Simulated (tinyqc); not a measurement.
Permittivity and interlayer from two capacitances.

Inverse problem. A two-layer stack has Cox = eps0/(t1/e1 + t2/e2) and EOT = 3.9 eps0/Cox. Find e2, the EOT of layer 1 and, with e1 given, t1.

Parameters, values chosen for the exercise:
- e1 = 4.03 (relative permittivity of layer 1)

Constants: eps0 = 8.8541878128e-14 F/cm where lengths are in cm. Results are converted to the units shown.

Cox at t2 = 1.8 and 7.3 nm (uF/cm^2): 1.5992224  1.1001761

Solution. EOT is linear in t2 with slope 3.9/e2, and its intercept is the EOT of layer 1.

e2 = 21.9
EOT of layer 1 = 1.84 nm
t1 = 1.90 nm

Computed by the program tinyqc: `OMP_NUM_THREADS=1 python tinyqc.py 2010073 2010074 out.jsonl`, one thread of a shared Intel Xeon 2.30GHz, about 0.01 s for the whole run.
